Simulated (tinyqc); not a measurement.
Inside a calculation. Method: UKS/BP86 in the sto-3g basis, for Be+, spin multiplicity 2. Computed by tinyqc, a small Python program that keeps every step (integrals from PySCF). Settings: charge = 1, multiplicity = 2, basis = sto-3g, energy threshold = 1e-09, iteration cap = 58, orthogonalisation = symmetric, start = core, DIIS depth = 0, method = UKS, functional = b88,p86, grid = [40, 50]. Command: `OMP_NUM_THREADS=1 python tinyqc.py 20704 20705 out.jsonl` (the two numbers bound the seeds that draw the settings). One thread of a shared host (Intel(R) Xeon(R) Processor @ 2.60GHz), about 0.9 s of CPU time with the checks. Later iterations appear only in the table of the cycle.

## One-electron integrals

Geometry (angstrom):
```
atom,x,y,z
Be,0.0000,0.0000,0.0000
```

Basis sto-3g: exponents (1/bohr^2) and contraction coefficients of normalised primitives:
```
element,l (shell),exponent,coefficient
Be,s (1),30.1679,0.1543
Be,s (1),5.4951,0.5353
Be,s (1),1.4872,0.4446
Be,s (2),1.3148,-0.1000
Be,s (2),0.3055,0.3995
Be,s (2),0.0994,0.7001
Be,p (3),1.3148,0.1559
Be,p (3),0.3055,0.6077
Be,p (3),0.0994,0.3920
```

Overlap, kinetic and nuclear-attraction integrals over the contracted functions; the nuclear repulsion is the sum of Za Zb / Rab.

nuclear repulsion = 0 hartree

overlap S:
```
,1Be 1s,1Be 2s,1Be 2px,1Be 2py,1Be 2pz
1Be 1s,1.0000,0.2595,0.0000,0.0000,0.0000
1Be 2s,0.2595,1.0000,0.0000,0.0000,0.0000
1Be 2px,0.0000,0.0000,1.0000,0.0000,0.0000
1Be 2py,0.0000,0.0000,0.0000,1.0000,0.0000
1Be 2pz,0.0000,0.0000,0.0000,0.0000,1.0000
```

kinetic energy T (hartree):
```
,1Be 1s,1Be 2s,1Be 2px,1Be 2py,1Be 2pz
1Be 1s,6.6940,-0.0330,0.0000,0.0000,0.0000
1Be 2s,-0.0330,0.2111,0.0000,0.0000,0.0000
1Be 2px,0.0000,0.0000,0.6606,0.0000,0.0000
1Be 2py,0.0000,0.0000,0.0000,0.6606,0.0000
1Be 2pz,0.0000,0.0000,0.0000,0.0000,0.6606
```

nuclear attraction V (hartree):
```
,1Be 1s,1Be 2s,1Be 2px,1Be 2py,1Be 2pz
1Be 1s,-14.5611,-1.8992,0.0000,0.0000,0.0000
1Be 2s,-1.8992,-2.3133,0.0000,0.0000,0.0000
1Be 2px,0.0000,0.0000,-2.2947,0.0000,0.0000
1Be 2py,0.0000,0.0000,0.0000,-2.2947,0.0000
1Be 2pz,0.0000,0.0000,0.0000,0.0000,-2.2947
```

core Hamiltonian H = T + V (hartree):
```
,1Be 1s,1Be 2s,1Be 2px,1Be 2py,1Be 2pz
1Be 1s,-7.8671,-1.9323,0.0000,0.0000,0.0000
1Be 2s,-1.9323,-2.1022,0.0000,0.0000,0.0000
1Be 2px,0.0000,0.0000,-1.6342,0.0000,0.0000
1Be 2py,0.0000,0.0000,0.0000,-1.6342,0.0000
1Be 2pz,0.0000,0.0000,0.0000,0.0000,-1.6342
```

## Two-electron integrals

Functions are numbered as in S; the eight-fold symmetry (ij|kl) = (ji|kl) = (kl|ij) leaves the list below.

Two-electron integrals (ij|kl) in chemists' order, unique and non-zero (hartree):
```
i,j,k,l,(ij|kl)
1,1,1,1,2.2988
2,1,1,1,0.3920
2,1,2,1,0.0795
2,2,1,1,0.5710
2,2,2,1,0.1430
2,2,2,2,0.4177
3,1,3,1,0.0146
3,2,3,1,0.0219
3,2,3,2,0.0923
3,3,1,1,0.5696
3,3,2,1,0.1431
3,3,2,2,0.4176
3,3,3,3,0.4499
4,1,4,1,0.0146
4,2,4,1,0.0219
4,2,4,2,0.0923
4,3,4,3,0.0242
4,4,1,1,0.5696
4,4,2,1,0.1431
4,4,2,2,0.4176
4,4,3,3,0.4014
4,4,4,4,0.4499
5,1,5,1,0.0146
5,2,5,1,0.0219
5,2,5,2,0.0923
5,3,5,3,0.0242
5,4,5,4,0.0242
5,5,1,1,0.5696
5,5,2,1,0.1431
5,5,2,2,0.4176
5,5,3,3,0.4014
5,5,4,4,0.4014
5,5,5,5,0.4499
```

## Orthogonalisation

S = U s U^T; symmetric (Loewdin) form X = U s^(-1/2) U^T, so that X^T S X = 1.

eigenvalues of S: 0.7405  1.0000  1.0000  1.0000  1.2595

X:
```
,1Be 1s,1Be 2s,1Be 2px,1Be 2py,1Be 2pz
1Be 1s,1.0266,-0.1355,0.0000,0.0000,0.0000
1Be 2s,-0.1355,1.0266,0.0000,0.0000,0.0000
1Be 2px,0.0000,0.0000,1.0000,0.0000,0.0000
1Be 2py,0.0000,0.0000,0.0000,1.0000,0.0000
1Be 2pz,0.0000,0.0000,0.0000,0.0000,1.0000
```

## Starting guess

The start is the orbitals of the core Hamiltonian; D(s) = C_occ C_occ^T for each spin.

D(alpha) at the start:
```
,1Be 1s,1Be 2s,1Be 2px,1Be 2py,1Be 2pz
1Be 1s,1.0722,-0.2783,0.0000,0.0000,0.0000
1Be 2s,-0.2783,1.0722,0.0000,0.0000,0.0000
1Be 2px,0.0000,0.0000,0.0000,0.0000,0.0000
1Be 2py,0.0000,0.0000,0.0000,0.0000,0.0000
1Be 2pz,0.0000,0.0000,0.0000,0.0000,0.0000
```

D(beta) at the start:
```
,1Be 1s,1Be 2s,1Be 2px,1Be 2py,1Be 2pz
1Be 1s,1.0096,-0.0192,0.0000,0.0000,0.0000
1Be 2s,-0.0192,0.0004,0.0000,0.0000,0.0000
1Be 2px,0.0000,0.0000,0.0000,0.0000,0.0000
1Be 2py,0.0000,0.0000,0.0000,0.0000,0.0000
1Be 2pz,0.0000,0.0000,0.0000,0.0000,0.0000
```

## Iteration 1: exchange-correlation on the grid

Becke grid with 40 radial and 50 angular points per atom, points of zero weight dropped. rho = sum D_ij phi_i phi_j; V_xc,ij = sum w v_xc phi_i phi_j plus the gradient terms; v_xc is d(rho eps)/d rho(s) for spin s at fixed gradient.

The 8 grid points with the largest w rho, of 2000 (bohr, atomic units):
```
x,y,z,w,rho(alpha),rho(beta),eps_xc,v_xc(alpha)
0.2927,-0.2927,0.0000,0.0046,0.7721,0.7647,-1.0229,-1.1081
-0.2927,0.0000,-0.2927,0.0046,0.7721,0.7647,-1.0229,-1.1081
0.2927,0.0000,-0.2927,0.0046,0.7721,0.7647,-1.0229,-1.1081
0.2927,0.0000,0.2927,0.0046,0.7721,0.7647,-1.0229,-1.1081
0.0000,-0.2927,0.2927,0.0046,0.7721,0.7647,-1.0229,-1.1081
0.0000,0.2927,0.2927,0.0046,0.7721,0.7647,-1.0229,-1.1081
-0.2927,0.0000,0.2927,0.0046,0.7721,0.7647,-1.0229,-1.1081
-0.2927,-0.2927,0.0000,0.0046,0.7721,0.7647,-1.0229,-1.1081
```

electrons on the grid, sum of w rho = 3.0000

E_xc = sum of w rho eps_xc = -2.578759 hartree

V_xc(alpha) (hartree):
```
,1Be 1s,1Be 2s,1Be 2px,1Be 2py,1Be 2pz
1Be 1s,-1.4959,-0.2079,0.0000,0.0000,0.0000
1Be 2s,-0.2079,-0.2890,0.0000,0.0000,0.0000
1Be 2px,0.0000,0.0000,-0.2855,0.0000,0.0000
1Be 2py,0.0000,0.0000,0.0000,-0.2855,0.0000
1Be 2pz,0.0000,0.0000,0.0000,0.0000,-0.2855
```

V_xc(beta) (hartree):
```
,1Be 1s,1Be 2s,1Be 2px,1Be 2py,1Be 2pz
1Be 1s,-1.4836,-0.2003,0.0000,0.0000,0.0000
1Be 2s,-0.2003,-0.2010,0.0000,0.0000,0.0000
1Be 2px,0.0000,0.0000,-0.1990,0.0000,0.0000
1Be 2py,0.0000,0.0000,0.0000,-0.1990,0.0000
1Be 2pz,0.0000,0.0000,0.0000,0.0000,-0.1990
```

## Iteration 1: building the Kohn-Sham matrix

J_ij = sum D_kl (ij|kl) with D = D(alpha) + D(beta); F = H + J + V_xc; E = tr D H + tr D J / 2 + E_xc + E_nn.

Coulomb J (hartree):
```
,1Be 1s,1Be 2s,1Be 2px,1Be 2py,1Be 2pz
1Be 1s,5.1650,0.9223,0.0000,0.0000,0.0000
1Be 2s,0.9223,1.5516,0.0000,0.0000,0.0000
1Be 2px,0.0000,0.0000,1.5485,0.0000,0.0000
1Be 2py,0.0000,0.0000,0.0000,1.5485,0.0000
1Be 2pz,0.0000,0.0000,0.0000,0.0000,1.5485
```

F(alpha) (hartree):
```
,1Be 1s,1Be 2s,1Be 2px,1Be 2py,1Be 2pz
1Be 1s,-4.1981,-1.2179,0.0000,0.0000,0.0000
1Be 2s,-1.2179,-0.8396,0.0000,0.0000,0.0000
1Be 2px,0.0000,0.0000,-0.3711,0.0000,0.0000
1Be 2py,0.0000,0.0000,0.0000,-0.3711,0.0000
1Be 2pz,0.0000,0.0000,0.0000,0.0000,-0.3711
```

F(beta) (hartree):
```
,1Be 1s,1Be 2s,1Be 2px,1Be 2py,1Be 2pz
1Be 1s,-4.1858,-1.2104,0.0000,0.0000,0.0000
1Be 2s,-1.2104,-0.7516,0.0000,0.0000,0.0000
1Be 2px,0.0000,0.0000,-0.2846,0.0000,0.0000
1Be 2py,0.0000,0.0000,0.0000,-0.2846,0.0000
1Be 2pz,0.0000,0.0000,0.0000,0.0000,-0.2846
```

total energy of this density = -14.127804 hartree

## Iteration 1: diagonalisation and new density

Diagonalise F' = X^T F X, C = X C', fill 2 alpha and 1 beta electrons from the bottom; D(s) = C_occ C_occ^T. Each column has its largest component positive (the first on a tie).

F' = X^T F X (alpha) (hartree):
```
,1,2,3,4,5
1,-4.1007,-0.6050,0.0000,0.0000,0.0000
2,-0.6050,-0.6230,0.0000,0.0000,0.0000
3,0.0000,0.0000,-0.3711,0.0000,0.0000
4,0.0000,0.0000,0.0000,-0.3711,0.0000
5,0.0000,0.0000,0.0000,0.0000,-0.3711
```

orbital energies (alpha) (hartree): MO1 -4.2029, MO2 -0.5208, MO3 -0.3711, MO4 -0.3711, MO5 -0.3711

coefficients C (alpha):
```
,MO1,MO2,MO3,MO4,MO5
1Be 1s,0.9896,-0.3047,0.0000,0.0000,0.0000
1Be 2s,0.0374,1.0348,0.0000,0.0000,0.0000
1Be 2px,0.0000,0.0000,0.8997,-0.0106,0.4363
1Be 2py,0.0000,0.0000,-0.4104,-0.3604,0.8377
1Be 2pz,0.0000,0.0000,-0.1484,0.9327,0.3286
```

F' = X^T F X (beta) (hartree):
```
,1,2,3,4,5
1,-4.0882,-0.6108,0.0000,0.0000,0.0000
2,-0.6108,-0.5321,0.0000,0.0000,0.0000
3,0.0000,0.0000,-0.2846,0.0000,0.0000
4,0.0000,0.0000,0.0000,-0.2846,0.0000
5,0.0000,0.0000,0.0000,0.0000,-0.2846
```

orbital energies (beta) (hartree): MO1 -4.1902, MO2 -0.4301, MO3 -0.2846, MO4 -0.2846, MO5 -0.2846

coefficients C (beta):
```
,MO1,MO2,MO3,MO4,MO5
1Be 1s,0.9902,-0.3028,0.0000,0.0000,0.0000
1Be 2s,0.0354,1.0349,0.0000,0.0000,0.0000
1Be 2px,0.0000,0.0000,0.9992,0.0384,-0.0128
1Be 2py,0.0000,0.0000,-0.0326,0.9506,0.3088
1Be 2pz,0.0000,0.0000,0.0241,-0.3081,0.9511
```

D(alpha) after iteration 1:
```
,1Be 1s,1Be 2s,1Be 2px,1Be 2py,1Be 2pz
1Be 1s,1.0722,-0.2783,0.0000,0.0000,0.0000
1Be 2s,-0.2783,1.0722,0.0000,0.0000,0.0000
1Be 2px,0.0000,0.0000,0.0000,0.0000,0.0000
1Be 2py,0.0000,0.0000,0.0000,0.0000,0.0000
1Be 2pz,0.0000,0.0000,0.0000,0.0000,0.0000
```

D(beta) after iteration 1:
```
,1Be 1s,1Be 2s,1Be 2px,1Be 2py,1Be 2pz
1Be 1s,0.9806,0.0351,0.0000,0.0000,0.0000
1Be 2s,0.0351,0.0013,0.0000,0.0000,0.0000
1Be 2px,0.0000,0.0000,0.0000,0.0000,0.0000
1Be 2py,0.0000,0.0000,0.0000,0.0000,0.0000
1Be 2pz,0.0000,0.0000,0.0000,0.0000,0.0000
```

Within a degenerate level the vectors are fixed only up to a rotation; this is one choice.

## Iteration 2: exchange-correlation on the grid

As before.

The 8 grid points with the largest w rho, of 2000 (bohr, atomic units):
```
x,y,z,w,rho(alpha),rho(beta),eps_xc,v_xc(alpha)
0.2927,-0.2927,0.0000,0.0046,0.7721,0.7548,-1.0203,-1.1081
-0.2927,-0.2927,0.0000,0.0046,0.7721,0.7548,-1.0203,-1.1081
0.0000,0.2927,0.2927,0.0046,0.7721,0.7548,-1.0203,-1.1081
0.0000,-0.2927,0.2927,0.0046,0.7721,0.7548,-1.0203,-1.1081
0.2927,0.2927,0.0000,0.0046,0.7721,0.7548,-1.0203,-1.1081
-0.2927,0.2927,0.0000,0.0046,0.7721,0.7548,-1.0203,-1.1081
-0.2927,0.0000,0.2927,0.0046,0.7721,0.7548,-1.0203,-1.1081
0.2927,0.0000,-0.2927,0.0046,0.7721,0.7548,-1.0203,-1.1081
```

electrons on the grid, sum of w rho = 3.0000

E_xc = sum of w rho eps_xc = -2.557702 hartree

V_xc(alpha) (hartree):
```
,1Be 1s,1Be 2s,1Be 2px,1Be 2py,1Be 2pz
1Be 1s,-1.4956,-0.2081,0.0000,0.0000,0.0000
1Be 2s,-0.2081,-0.2895,0.0000,0.0000,0.0000
1Be 2px,0.0000,0.0000,-0.2860,0.0000,0.0000
1Be 2py,0.0000,0.0000,0.0000,-0.2860,0.0000
1Be 2pz,0.0000,0.0000,0.0000,0.0000,-0.2860
```

V_xc(beta) (hartree):
```
,1Be 1s,1Be 2s,1Be 2px,1Be 2py,1Be 2pz
1Be 1s,-1.4776,-0.2010,0.0000,0.0000,0.0000
1Be 2s,-0.2010,-0.2070,0.0000,0.0000,0.0000
1Be 2px,0.0000,0.0000,-0.2044,0.0000,0.0000
1Be 2py,0.0000,0.0000,0.0000,-0.2044,0.0000
1Be 2pz,0.0000,0.0000,0.0000,0.0000,-0.2044
```

## Iteration 2: building the Kohn-Sham matrix

As before.

Coulomb J (hartree):
```
,1Be 1s,1Be 2s,1Be 2px,1Be 2py,1Be 2pz
1Be 1s,5.1412,0.9196,0.0000,0.0000,0.0000
1Be 2s,0.9196,1.5509,0.0000,0.0000,0.0000
1Be 2px,0.0000,0.0000,1.5479,0.0000,0.0000
1Be 2py,0.0000,0.0000,0.0000,1.5479,0.0000
1Be 2pz,0.0000,0.0000,0.0000,0.0000,1.5479
```

F(alpha) (hartree):
```
,1Be 1s,1Be 2s,1Be 2px,1Be 2py,1Be 2pz
1Be 1s,-4.2215,-1.2207,0.0000,0.0000,0.0000
1Be 2s,-1.2207,-0.8408,0.0000,0.0000,0.0000
1Be 2px,0.0000,0.0000,-0.3723,0.0000,0.0000
1Be 2py,0.0000,0.0000,0.0000,-0.3723,0.0000
1Be 2pz,0.0000,0.0000,0.0000,0.0000,-0.3723
```

F(beta) (hartree):
```
,1Be 1s,1Be 2s,1Be 2px,1Be 2py,1Be 2pz
1Be 1s,-4.2035,-1.2136,0.0000,0.0000,0.0000
1Be 2s,-1.2136,-0.7583,0.0000,0.0000,0.0000
1Be 2px,0.0000,0.0000,-0.2907,0.0000,0.0000
1Be 2py,0.0000,0.0000,0.0000,-0.2907,0.0000
1Be 2pz,0.0000,0.0000,0.0000,0.0000,-0.2907
```

total energy of this density = -14.138168 hartree

## Iteration 2: diagonalisation and new density

As before.

F' = X^T F X (alpha) (hartree):
```
,1,2,3,4,5
1,-4.1246,-0.6046,0.0000,0.0000,0.0000
2,-0.6046,-0.6239,0.0000,0.0000,0.0000
3,0.0000,0.0000,-0.3723,0.0000,0.0000
4,0.0000,0.0000,0.0000,-0.3723,0.0000
5,0.0000,0.0000,0.0000,0.0000,-0.3723
```

orbital energies (alpha) (hartree): MO1 -4.2261, MO2 -0.5224, MO3 -0.3723, MO4 -0.3723, MO5 -0.3723

coefficients C (alpha):
```
,MO1,MO2,MO3,MO4,MO5
1Be 1s,0.9900,-0.3036,0.0000,0.0000,0.0000
1Be 2s,0.0363,1.0348,0.0000,0.0000,0.0000
1Be 2px,0.0000,0.0000,0.8878,-0.4603,-0.0022
1Be 2py,0.0000,0.0000,0.4588,0.8845,0.0843
1Be 2pz,0.0000,0.0000,-0.0368,-0.0759,0.9964
```

F' = X^T F X (beta) (hartree):
```
,1,2,3,4,5
1,-4.1061,-0.6109,0.0000,0.0000,0.0000
2,-0.6109,-0.5386,0.0000,0.0000,0.0000
3,0.0000,0.0000,-0.2907,0.0000,0.0000
4,0.0000,0.0000,0.0000,-0.2907,0.0000
5,0.0000,0.0000,0.0000,0.0000,-0.2907
```

orbital energies (beta) (hartree): MO1 -4.2078, MO2 -0.4369, MO3 -0.2907, MO4 -0.2907, MO5 -0.2907

coefficients C (beta):
```
,MO1,MO2,MO3,MO4,MO5
1Be 1s,0.9904,-0.3023,0.0000,0.0000,0.0000
1Be 2s,0.0349,1.0349,0.0000,0.0000,0.0000
1Be 2px,0.0000,0.0000,0.9211,0.3888,-0.0196
1Be 2py,0.0000,0.0000,-0.3882,0.9135,-0.1220
1Be 2pz,0.0000,0.0000,-0.0295,0.1200,0.9923
```

D(alpha) after iteration 2:
```
,1Be 1s,1Be 2s,1Be 2px,1Be 2py,1Be 2pz
1Be 1s,1.0722,-0.2783,0.0000,0.0000,0.0000
1Be 2s,-0.2783,1.0722,0.0000,0.0000,0.0000
1Be 2px,0.0000,0.0000,0.0000,0.0000,0.0000
1Be 2py,0.0000,0.0000,0.0000,0.0000,0.0000
1Be 2pz,0.0000,0.0000,0.0000,0.0000,0.0000
```

D(beta) after iteration 2:
```
,1Be 1s,1Be 2s,1Be 2px,1Be 2py,1Be 2pz
1Be 1s,0.9808,0.0346,0.0000,0.0000,0.0000
1Be 2s,0.0346,0.0012,0.0000,0.0000,0.0000
1Be 2px,0.0000,0.0000,0.0000,0.0000,0.0000
1Be 2py,0.0000,0.0000,0.0000,0.0000,0.0000
1Be 2pz,0.0000,0.0000,0.0000,0.0000,0.0000
```

Within a degenerate level the vectors are fixed only up to a rotation; this is one choice.

## Iteration 4 (converged): orbitals

converged F(alpha) (hartree):
```
,1Be 1s,1Be 2s,1Be 2px,1Be 2py,1Be 2pz
1Be 1s,-4.2213,-1.2207,0.0000,0.0000,0.0000
1Be 2s,-1.2207,-0.8408,0.0000,0.0000,0.0000
1Be 2px,0.0000,0.0000,-0.3723,0.0000,0.0000
1Be 2py,0.0000,0.0000,0.0000,-0.3723,0.0000
1Be 2pz,0.0000,0.0000,0.0000,0.0000,-0.3723
```

converged F(beta) (hartree):
```
,1Be 1s,1Be 2s,1Be 2px,1Be 2py,1Be 2pz
1Be 1s,-4.2033,-1.2136,0.0000,0.0000,0.0000
1Be 2s,-1.2136,-0.7582,0.0000,0.0000,0.0000
1Be 2px,0.0000,0.0000,-0.2906,0.0000,0.0000
1Be 2py,0.0000,0.0000,0.0000,-0.2906,0.0000
1Be 2pz,0.0000,0.0000,0.0000,0.0000,-0.2906
```

As before.

F' = X^T F X (alpha) (hartree):
```
,1,2,3,4,5
1,-4.1244,-0.6046,0.0000,0.0000,0.0000
2,-0.6046,-0.6239,0.0000,0.0000,0.0000
3,0.0000,0.0000,-0.3723,0.0000,0.0000
4,0.0000,0.0000,0.0000,-0.3723,0.0000
5,0.0000,0.0000,0.0000,0.0000,-0.3723
```

orbital energies (alpha) (hartree): MO1 -4.2258, MO2 -0.5224, MO3 -0.3723, MO4 -0.3723, MO5 -0.3723

coefficients C (alpha):
```
,MO1,MO2,MO3,MO4,MO5
1Be 1s,0.9900,-0.3036,0.0000,0.0000,0.0000
1Be 2s,0.0363,1.0348,0.0000,0.0000,0.0000
1Be 2px,0.0000,0.0000,0.0952,-0.0578,0.9938
1Be 2py,0.0000,0.0000,0.9935,-0.0571,-0.0984
1Be 2pz,0.0000,0.0000,0.0624,0.9967,0.0520
```

F' = X^T F X (beta) (hartree):
```
,1,2,3,4,5
1,-4.1059,-0.6110,0.0000,0.0000,0.0000
2,-0.6110,-0.5385,0.0000,0.0000,0.0000
3,0.0000,0.0000,-0.2906,0.0000,0.0000
4,0.0000,0.0000,0.0000,-0.2906,0.0000
5,0.0000,0.0000,0.0000,0.0000,-0.2906
```

orbital energies (beta) (hartree): MO1 -4.2076, MO2 -0.4368, MO3 -0.2906, MO4 -0.2906, MO5 -0.2906

coefficients C (beta):
```
,MO1,MO2,MO3,MO4,MO5
1Be 1s,0.9904,-0.3023,0.0000,0.0000,0.0000
1Be 2s,0.0349,1.0349,0.0000,0.0000,0.0000
1Be 2px,0.0000,0.0000,0.9853,-0.1221,0.1196
1Be 2py,0.0000,0.0000,0.1322,0.9880,-0.0799
1Be 2pz,0.0000,0.0000,-0.1084,0.0945,0.9896
```

D(alpha) after iteration 4:
```
,1Be 1s,1Be 2s,1Be 2px,1Be 2py,1Be 2pz
1Be 1s,1.0722,-0.2783,0.0000,0.0000,0.0000
1Be 2s,-0.2783,1.0722,0.0000,0.0000,0.0000
1Be 2px,0.0000,0.0000,0.0000,0.0000,0.0000
1Be 2py,0.0000,0.0000,0.0000,0.0000,0.0000
1Be 2pz,0.0000,0.0000,0.0000,0.0000,0.0000
```

D(beta) after iteration 4:
```
,1Be 1s,1Be 2s,1Be 2px,1Be 2py,1Be 2pz
1Be 1s,0.9808,0.0346,0.0000,0.0000,0.0000
1Be 2s,0.0346,0.0012,0.0000,0.0000,0.0000
1Be 2px,0.0000,0.0000,0.0000,0.0000,0.0000
1Be 2py,0.0000,0.0000,0.0000,0.0000,0.0000
1Be 2pz,0.0000,0.0000,0.0000,0.0000,0.0000
```

Within a degenerate level the vectors are fixed only up to a rotation; this is one choice.

## Convergence

Stop when the energy changes by less than 1e-09 hartree and every element of the error matrix X^T (F D S - S D F) X (for each spin) is below 9e-06.

Course of the cycle:
```
iteration,E (hartree),change,largest element of the error matrix
1,-14.127804,-,1.98e-01
2,-14.138168,-1.04e-02,1.74e-03
3,-14.138169,-7.90e-07,2.11e-05
4,-14.138169,-1.17e-10,2.56e-07
```

PySCF UKS in the same basis, fine grid, after a stability check = -14.138171 hartree

Converged in 4 iterations.

## Populations

Mulliken: Z minus the diagonal of D S on the atom; Loewdin: the same with S^(1/2) D S^(1/2).

Charges (e):
```
atom,Mulliken,Loewdin,Mulliken spin
1Be,1.0000,1.0000,1.0000
```

<S^2> of the determinant (pure state: 0.75) = 0.7500
